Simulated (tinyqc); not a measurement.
# Ion-assisted plasma etching: sheath, surface coverage, synergy and aspect-ratio dependence, step by step

A worked calculation. Computed by tinyqc, a small Python program that keeps every step. Command: `OMP_NUM_THREADS=1 python tinyqc.py 3028475 3028476 out.jsonl etch walk`. One thread of a shared host (Intel(R) Xeon(R) Processor @ 2.30GHz), about 0.07 s of CPU time with the checks. Intermediate numbers are printed to about 7 digits and carried at full precision; extremes and crossings named in words are read from the listed rows.

Radicals adsorb on bare sites; ions remove covered sites with a high yield and bare sites by sputtering; a slow spontaneous reaction acts everywhere, walls included.

Inputs (values chosen for the exercise, close to those used for silicon in a halogen plasma):

| quantity | value | unit |
|---|---|---|
| plasma density n_e | 2.7e+10 | 1/cm^3 |
| electron temperature T_e | 3.7 | eV |
| ion mass M_i | 80 | u |
| sheath voltage V | 47 | V |
| radical density n | 1.5e+14 | 1/cm^3 |
| radical mass M_n | 80 | u |
| gas temperature T_g | 600 | K |
| sticking coefficient s | 0.6 | - |
| radicals per removed unit x | 2 | - |
| yield slope b | 0.12 | eV^(-1/2) |
| threshold E_th | 29 | eV |
| sputter slope b_p | 0.026 | eV^(-1/2) |
| sputter threshold E_p | 37 | eV |
| spontaneous reaction probability k_c | 0.00019 | - |
| solid density N | 5e+22 | 1/cm^3 |
| ion temperature T_i | 0.4 | eV |
| aspect ratio A | 1.8 | - |

Feature: round hole.

Constants: e = 1.602176634e-19 C; u = 1.6605390666e-27 kg; k_B = 1.380649e-23 J/K; eps_0 = 8.8541878128e-12 F/m.

## Fluxes

Bohm speed u_B = sqrt(e T_e/M_i); ion flux G_i = 0.61 n_e u_B; radical flux G_n = n c/4 with c = sqrt(8 k_B T_g/(pi M_n)).

Bohm speed = 211245.0 cm/s

ion flux G_i = 3.479206e+15 1/(cm^2 s)

radical speed c = 39849.03 cm/s

radical flux G_n = 1.494339e+18 1/(cm^2 s)

flux ratio G_n/G_i = 429.5057

## Sheath and ion angles

Debye length lambda_D = sqrt(eps_0 T_e/(e n_s)) with n_s = 0.61 n_e, T_e in volts; Child-law sheath d = (sqrt2/3) lambda_D (2 V/T_e)^(3/4); ion energy E = V + T_e/2; angular spread = arctan(sqrt(T_i/E)).

Debye length = 111.4226 um

sheath thickness = 594.3764 um

ion energy E = 48.85 eV

angular spread = 5.170579 degrees

## Yields

Yields: Y = b (sqrt(E) - sqrt(E_th)) on covered sites, Y_p = b_p (sqrt(E) - sqrt(E_p)) on bare ones (zero below threshold).

yield Y = 0.1924935

sputter yield Y_p = 0.02356939

## Open-field etch rate

Steady coverage: s G_n (1 - theta) = x Y G_i theta; removal flux = Y G_i theta + Y_p G_i (1 - theta) + k_c G_n; rate = flux/N, 1 cm/s = 6e8 nm/min. Lateral rate = k_c G_n/N; anisotropy = 1 - lateral/vertical; synergy = vertical/(ions alone + radicals alone), with ions alone Y_p G_i/N and radicals alone the lateral rate.

coverage theta = 0.9985083

vertical rate = 11.43327 nm/min

lateral rate = 3.407092 nm/min

anisotropy = 0.7020019

synergy = 2.603721

The surface is nearly saturated: ions limit the ion-assisted part.

## Rate at the floor of the feature

Transmission of a round hole: K = 1/(1 + 3A/4), walls that scatter diffusely without loss. With a loss probability S = s (1 - theta) at the floor, G_b/G_n = K/(K + S - K S); theta follows G_b, and the two are solved together. Ions are taken to reach the floor unshadowed; G_b replaces G_n in every term of the rate; A is depth over diameter.

transmission K = 0.4255319

G_b/G_n = 0.9987917

coverage at the floor = 0.9985065

rate at the floor = 11.42914 nm/min

floor rate over open-field rate = 0.9996388

The lag is 0.036 %.

## Etch lag against aspect ratio

The formulas are those given above.

Floor of the feature:

| A | K | G_b/G_n | theta | rate (nm/min) | relative rate |
|---|---|---|---|---|---|
| 0.5 | 0.7272727 | 0.9996644 | 0.9985078 | 11.43212 | 0.9998997 |
| 1.0 | 0.5714286 | 0.9993287 | 0.9985073 | 11.43097 | 0.9997993 |
| 2.0 | 0.4000000 | 0.9986575 | 0.9985063 | 11.42868 | 0.9995987 |
| 5.0 | 0.2105263 | 0.9966437 | 0.9985033 | 11.42180 | 0.9989967 |
| 10.0 | 0.1176471 | 0.9932875 | 0.9984982 | 11.41033 | 0.9979935 |
| 20.0 | 0.0625000 | 0.9865751 | 0.9984880 | 11.38738 | 0.9959869 |
| 50.0 | 0.0259740 | 0.9664388 | 0.9984566 | 11.31856 | 0.9899669 |
| 100.0 | 0.0131579 | 0.9328813 | 0.9984012 | 11.20383 | 0.9799327 |

K falls by a factor 55.3 over the rows and the rate by 1.02. Among these rows the rate stays within 10 % of the open-field value up to A = 100, as near saturation the coverage changes little when G_b falls. Caution: rows with A above about 1/(2 tan(ion spread)) or 1/sqrt(k_c), often 10 to 30, are formal: ion shadowing, radical loss on the walls, redeposition of sputtered material and, in fluorocarbon plasmas, polymer growth are left out and add to the lag.

## Yield per ion against the flux ratio

The ion flux is fixed and the radical flux set by the ratio; the removal per ion is the removal flux over G_i.

Open field:

| G_n/G_i | theta | rate (nm/min) | removal per ion |
|---|---|---|---|
| 0.3 | 0.3185914 | 3.23333 | 0.0774442 |
| 1 | 0.6091451 | 5.28806 | 0.1266587 |
| 3 | 0.8238035 | 6.81784 | 0.1632997 |
| 10 | 0.9397043 | 7.69078 | 0.1842081 |
| 30 | 0.9790597 | 8.12699 | 0.1946562 |
| 100 | 0.9936245 | 8.78499 | 0.2104165 |
| 300 | 0.9978657 | 10.40142 | 0.2491330 |
| 1000 | 0.9993588 | 15.96476 | 0.3823852 |
| 3000 | 0.9997862 | 31.83295 | 0.7624574 |

Coverage reaches one half at G_n/G_i = x Y/s = 0.642. Below that the ion-assisted part follows the radical flux, on top of the sputter floor Y_p = 0.0236; above it the ion-assisted part saturates at Y = 0.192 per ion, and the further rise to 0.762 comes from the spontaneous reaction, which costs anisotropy.

Checks made by the program: series form 1/R = 1/(Y G_i) + x/(s G_n) of the ion-assisted part (relative difference below 1e-10).
